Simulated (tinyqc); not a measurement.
## The weight eta from points of equal mobility

Question. If the mobility depends on E = q (Ndep + eta Ns)/(eps0 eps_r) alone, two points of equal mobility on its falling branch have equal E. Find eta and E.

Parameters, values chosen for the exercise:
- eps_r = 11.9 (relative permittivity of the semiconductor)

Constants: q = 1.602176634e-19 C, eps0 = 8.8541878128e-14 F/cm where lengths are in cm. Results are converted to the units shown.

Ndep at two body biases (cm^-2): [2.1021099e12, 3.4232471e12]
Ns at which the mobility is the same (cm^-2): [1e13, 6.9974154e12]

Answer. eta is the ratio of the differences of Ndep and Ns.

eta = 0.440
E = 0.989 MV/cm

Computed by the program tinyqc: `OMP_NUM_THREADS=1 python tinyqc.py 2510128 2510129 out.jsonl`, one thread of a shared Intel Xeon 2.30GHz, about 0.01 s for the whole run.
